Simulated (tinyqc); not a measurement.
Comparisons within one model: Peierls distortion of a half-filled chain. A value that a table varies takes the place of the one given here.

Atoms move by +/- u, so bonds change by -/+ 2u and hoppings are t +/- 2 al u. Bands E = -/+ sqrt((2 t cos x)^2 + D^2 sin^2 x) with D = 4 al u, x = k a in (0, pi/2); the gap is 2D. Energy per atom at zero temperature: E(u) = -mean_x sqrt(...) + 2 K u^2; exactly, the mean is (4t/pi) E(1 - z^2), z = D/2t, E the complete elliptic integral of the second kind with parameter m. Coupling lambda = 2 al^2/(pi t K).

Constants: kB = 8.617333262e-05 eV/K.

Parameters, chosen for this exercise:
- t = 2.5 eV (hopping of the even chain)
- al = 4.3 eV/angstrom (change of hopping with bond length)
- K = 27.4 eV/angstrom^2 (spring constant of a bond)

## Energy against distortion

Exact means; both parts are counted from u = 0.

Energies per atom:

| u (angstrom) | gap (eV) | electrons (meV) | springs (meV) | total (meV) |
|---|---|---|---|---|
| 0.0024 | 0.083 | -0.62 | 0.32 | -0.30 |
| 0.0059 | 0.203 | -3.14 | 1.91 | -1.23 |
| 0.0118 | 0.406 | -10.73 | 7.63 | -3.10 |
| 0.0177 | 0.609 | -21.77 | 17.17 | -4.60 |
| 0.0236 | 0.812 | -35.71 | 30.52 | -5.19 |
| 0.0295 | 1.015 | -52.19 | 47.69 | -4.50 |
| 0.0354 | 1.218 | -70.93 | 68.67 | -2.26 |
| 0.0413 | 1.421 | -91.72 | 93.47 | 1.76 |
| 0.0519 | 1.785 | -133.62 | 147.61 | 13.99 |

The ratio of electronic gain to elastic cost is 1.95 in the first row and 0.91 in the last: the gain goes as u^2 ln(1/u), so it wins at small u for any K. The total is lowest at u = 0.0236 angstrom and turns positive between 0.0354 and 0.0413.

## A coarse mesh hides or distorts the instability

u0 from the gap equation K = 4 al^2 mean(sin^2 x/|E|) on the mesh x_j = (j + 1/2) pi/(2N); 0 where it has no root.

Results:

| N | u0 (angstrom) | gap (eV) | smallest \|E\| at u = 0 (eV) |
|---|---|---|---|
| 1 | 0.0000 | 0.000 | 3.536 |
| 2 | 0.0000 | 0.000 | 1.913 |
| 3 | 0.0000 | 0.000 | 1.294 |
| 4 | 0.0000 | 0.000 | 0.975 |
| 6 | 0.0114 | 0.391 | 0.653 |
| 8 | 0.0199 | 0.685 | 0.490 |
| 12 | 0.0229 | 0.789 | 0.327 |
| 20 | 0.0236 | 0.811 | 0.196 |
| 40 | 0.0236 | 0.812 | 0.098 |
| 4000 | 0.0236 | 0.812 | 0.001 |

For N = 1, 2, 3 and 4 no distortion is found: the mesh leaves its own gap at u = 0, which cuts off the logarithm. u0 is within 1 % of the last row from N = 20 on; the mesh must resolve D = 0.406 eV, and the coherence length xi/a = 2t/D is 12.3.

## Closing of the gap with temperature

The gap equation gains the factor tanh(|E|/2kT); 4000 points; Tp is where its root reaches zero.

Results:

| T/Tp | T (K) | u (angstrom) | u/u0 |
|---|---|---|---|
| 0.20 | 528 | 0.0236 | 1.000 |
| 0.40 | 1057 | 0.0233 | 0.986 |
| 0.60 | 1585 | 0.0215 | 0.909 |
| 0.70 | 1850 | 0.0196 | 0.831 |
| 0.80 | 2114 | 0.0168 | 0.713 |
| 0.90 | 2378 | 0.0125 | 0.529 |
| 0.95 | 2510 | 0.0090 | 0.382 |
| 0.99 | 2616 | 0.0041 | 0.174 |

Tp = 2642 K

D(0)/(kB Tp) = 1.783, against 1.764 at weak coupling. u/u0 is 0.909 at 0.6 Tp and 0.529 at 0.9 Tp, and near Tp it goes as sqrt(1 - T/Tp): 2.20 between the last two rows against sqrt(5) = 2.24. In a single chain fluctuations forbid this transition; coupling between chains sets the real one, far lower.

## What moves the distortion

Exact means. Each row changes one parameter from the base and keeps the others.

Results:

| case | lambda | u0 (angstrom) | gap (eV) | E(u0) - E(0) (meV) |
|---|---|---|---|---|
| base | 0.1718 | 0.0236 | 0.812 | -5.19 |
| t = 2.625 eV | 0.1637 | 0.0214 | 0.735 | -4.06 |
| al = 4.515 eV/angstrom | 0.1895 | 0.0297 | 1.072 | -8.98 |
| K = 28.77 eV/angstrom^2 | 0.1637 | 0.0204 | 0.700 | -3.87 |

The largest shifts from the base row, up to three for each result and ties (the steps differ in size, so this ranks the rows, not the parameters). lambda: al +0.0176, t -0.0082, K -0.0082. u0 (angstrom): al +0.0061, K -0.0033, t -0.0022. gap (eV): al +0.260, K -0.112, t -0.077. E(u0) - E(0) (meV): al -3.80, K +1.32, t +1.13.

Program tinyqc; command `OMP_NUM_THREADS=1 python tinyqc.py 1652665 1652666 out.jsonl`; about 0.1 s on one thread of a shared Intel(R) Xeon(R) Processor @ 2.30GHz.
